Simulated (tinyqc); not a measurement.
Polycrystalline film, grain-boundary barriers (Seto model): one step of the calculation.

One-dimensional grains of size Lg with donors N; each boundary has Qt acceptor-like traps per area at one level Et below the band edge. Trapped electrons qt deplete a width w = qt/N (both sides together) and raise a barrier Vb = q N w^2/(8 eps0 eps_r). Current crosses the barriers by thermionic emission at small bias. Abrupt depletion, full ionisation, Boltzmann statistics.

Problem. Critical doping and limits of the barrier. N* = Qt/Lg; fully depleted grains have Vb = q N Lg^2/(8 eps0 eps_r), filled traps Vb = q Qt^2/(8 eps0 eps_r N); the true barrier cannot exceed the smaller.

Inputs (values chosen for the exercise); values close to those of polycrystalline silicon:

| symbol | value | unit | meaning |
|---|---|---|---|
| eps_r | 11.7 |  | relative permittivity of the semiconductor |
| Lg | 20 | nm | grain size |
| Qt | 1.3e12 | cm^-2 | trap density at a boundary |
| N | 3.6e17 | cm^-3 | donor density |

Constants: q = 1.602176634e-19 C, eps0 = 8.8541878128e-14 F/cm where lengths are in cm. Results are converted to the units shown.

Find: N*; Vb, fully depleted; Vb, traps filled.

Solution.

N* = 6.500e17 cm^-3
Vb, fully depleted = 0.02784 V
Vb, traps filled = 0.09075 V

Numbers from tinyqc (`OMP_NUM_THREADS=1 python tinyqc.py 2610013 2610014 out.jsonl`; about 0.01 s on one thread of a shared Intel Xeon 2.30GHz).
